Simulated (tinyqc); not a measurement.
Reduced doping and fringe capacitance from two biases.

Problem. C = eps0 eps_r hr/W + Cf with W = sqrt(2 eps0 eps_r (Vb + V)/(q Nr)), 1/Nr = 1/Na + 1/Nd. Find Cf, W at zero bias and Nr.

Inputs (values chosen for the exercise); values close to those of silicon near 1550 nm:
- eps_r = 11.7 (relative permittivity of the semiconductor)
- Vb = 0.95 V (built-in voltage)
- hr = 220 nm (rib height)

Constants: q = 1.602176634e-19 C, eps0 = 8.8541878128e-14 F/cm where lengths are in cm. Results are converted to the units shown.

C at V = 0 and 3 V (pF/m): [302.06151, 169.02834]

Answer. C is linear in (Vb + V)^(-1/2); the intercept is Cf.

Cf = 41.00 pF/m
W(0) = 87.30 nm
Nr = 1.612e17 cm^-3

Program tinyqc, `OMP_NUM_THREADS=1 python tinyqc.py 2650046 2650047 out.jsonl`; Intel Xeon 2.30GHz, shared host, one thread, about 0.01 s.
